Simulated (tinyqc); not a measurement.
Gate length: charge control and current of a heterostructure field-effect transistor. Computed by tinyqc, a small Python program. Command: `OMP_NUM_THREADS=1 python tinyqc.py 3021834 3021835 out.jsonl hemt walk`. One thread of a shared host (Intel(R) Xeon(R) Processor @ 2.30GHz), about 0.01 s of CPU time with the checks.

Two subbands in a triangular well; E_F is counted from the conduction band edge of the channel at the interface.

Inputs (values chosen for the exercise, modelled on AlGaAs/GaAs):
```
quantity                                  value        unit
channel mass m                            0.069         m_0
permittivity eps (barrier and channel)     12.4           -
barrier thickness d                          28          nm
Schottky barrier phi_B                     0.94          eV
conduction band offset dE_c                0.27          eV
delta-doping density N_d                3.9e+12      1/cm^2
gate voltage V_G                              0           V
mobility mu                                5900  cm^2/(V s)
saturation velocity v_s                     1.7    1e7 cm/s
gate length L                                51          nm
source resistance R_S                         0      ohm mm
temperature T                                77           K
mixing                                      0.5           -
iteration cap                               200           -
spacer between delta layer and channel      4.1          nm
```

Charge source: delta doping. Velocity law: two-piece.

Constants: e = 1.602176634e-19 C; eps_0 = 8.8541878128e-12 F/m; k_B = 8.617333262e-05 eV/K; hbar = 1.054571817e-34 J s; m_0 = 9.1093837015e-31 kg; k_B = 1.380649e-23 J/K.

Method:
- Threshold V_T = phi_B - dE_c - e N_d (d - spacer)/(eps eps_0) (in volts); C_b = eps eps_0/d.
- Charge control: n_s = C_b (V_G - V_T - E_F/e)/e. Well: mean field F = e n_s/(2 eps eps_0), E_i = (hbar^2/2m)^(1/3) [(3 pi e F/2)(i + 3/4)]^(2/3), i = 0, 1; n_s = D k_B T sum_i ln(1 + exp((E_F - E_i)/k_B T)), D = m/(pi hbar^2), which is solved in closed form for E_F.
- Iteration from n_s = C_b (V_G - V_T)/(2e): E_F from n_s, n_out from the charge control, n_new = n_s + mixing (n_out - n_s), kept above n_s/10; stop when |n_out/n_s - 1| < 1e-9.
- C_g = e dn_s/dV_G = 1/(1/C_b + 1/C_q), 1/C_q = d(E_F/e)/d(e n_s) by a central difference of +/- 0.1 % in n_s; added distance dd = eps eps_0/C_q.
- With V = e n_s/C_g and V_c = v_s L/mu: for v = mu F up to v_s, I/W = C_g v_s V_c (sqrt(1 + (V/V_c)^2) - 1) and V_Dsat = V + V_c - sqrt(V^2 + V_c^2); g_m = dI/dV; extrinsic g_m/(1 + g_m R_S); f_T = g_m/(2 pi C_g L).

sheet density n_s = 1.35948e+12 1/cm^2

gate capacitance C_g = 0.329445 microfarad/cm^2

V = 0.661152 V

Scaling; the last columns are v_s/(2 pi L) and mu V/(2 pi L^2):
```
L (nm)  I/W (mA/mm)  g_m (mS/mm)  extrinsic g_m (mS/mm)   f_T (GHz)  velocity limit (GHz)  mobility limit (GHz)
30           365.47       560.01                 560.01  9.0180e+02                901.88            6.8981e+04
60           360.73       559.86                 559.86  4.5078e+02                450.94            1.7245e+04
120          351.42       559.29                 559.29  2.2516e+02                225.47            4.3113e+03
250          332.13       556.76                 556.76  1.0759e+02                108.23            9.9333e+02
500          298.29       547.22                 547.22  5.2872e+01                 54.11            2.4833e+02
1000         242.55       513.42                 513.42  2.4803e+01                 27.06            6.2083e+01
2000         168.45       422.19                 422.19  1.0198e+01                 13.53            1.5521e+01
5000          80.91       233.60                 233.60  2.2570e+00                  5.41            2.4833e+00
```

f_T scales as L^-1.00 at the short end and L^-1.65 at the long end; the two limits cross at L = mu V/v_s = 2290 nm. g_m tends to C_g v_s = 560 mS/mm. Fringe capacitances and short-channel effects, left out, lower f_T once L is below about ten barrier thicknesses.

Extremes, crossings and ranges named in words are read from the listed rows.
